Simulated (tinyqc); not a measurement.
Worked calculation: Stoner model of a band ferromagnet. Values are carried at full precision from step to step, so a last printed digit may differ when a step is redone from the rounded ones.

Density of states per atom and spin: semi-elliptic, D(e) = (8 M/(pi W^2)) sqrt(W^2/4 - e^2). Levels e -/+ I m/2 for up and down spin, m = n_up - n_down, n_up + n_down = nd. At zero temperature e(N) is the energy below which N states lie, and E(m) = sum over spins of integral e D de - I m^2/4.

Values chosen for the exercise: W = 4.5 eV (band width, e from -W/2 to W/2); M = 5 (states per atom and spin); nd = 8.16 (electrons per atom); I = 1.07 eV (Stoner parameter).

## The paramagnetic state and the Stoner criterion

Find EF from nd/2 states per spin, D(EF) and the product I D(EF); below 1 the susceptibility is enhanced by 1/(1 - I D).

EF = 1.1723 eV
D(EF) = 1.2075 1/eV
I D(EF) = 1.2921

The paramagnet is unstable.

## Energy against moment

Tabulate the splitting that the band needs, e(n_up) - e(n_down), against I m, and E(m) - E(0), at nine moments up to saturation m_max = min(nd, 2M - nd).

Energy curve:

| m | e(n_up) (eV) | e(n_down) (eV) | difference (eV) | I m (eV) | E - E(0) (meV) |
|---|---|---|---|---|---|
| 0.000 | 1.1723 | 1.1723 | 0.0000 | 0.0000 | 0.0 |
| 0.230 | 1.2691 | 1.0784 | 0.1907 | 0.2461 | -3.2 |
| 0.460 | 1.3694 | 0.9869 | 0.3825 | 0.4922 | -12.7 |
| 0.690 | 1.4743 | 0.8974 | 0.5770 | 0.7383 | -28.3 |
| 0.920 | 1.5852 | 0.8095 | 0.7757 | 0.9844 | -49.6 |
| 1.150 | 1.7044 | 0.7230 | 0.9814 | 1.2305 | -76.0 |
| 1.380 | 1.8363 | 0.6377 | 1.1985 | 1.4766 | -106.5 |
| 1.610 | 1.9912 | 0.5534 | 1.4378 | 1.7227 | -139.2 |
| 1.840 | 2.2500 | 0.4700 | 1.7800 | 1.9688 | -169.3 |

dE/dm is half of (difference - I m), so E falls wherever I m exceeds the difference.

## The ground state

Take the lowest of E(0), the stationary points e(n_up) - e(n_down) = I m, and saturation.

m = 1.840 muB
exchange splitting I m = 1.969 eV
E - E(0) = -169.3 meV

n_up, n_down: 5.000  3.160

The moment is saturated (a strong ferromagnet): the majority band is full.

## Checks

- States in the band over M against 1: both 1.000000.

Program tinyqc; command `OMP_NUM_THREADS=1 python tinyqc.py 1680829 1680830 out.jsonl`; about 0.3 s on one thread of a shared Intel(R) Xeon(R) Processor @ 2.30GHz.
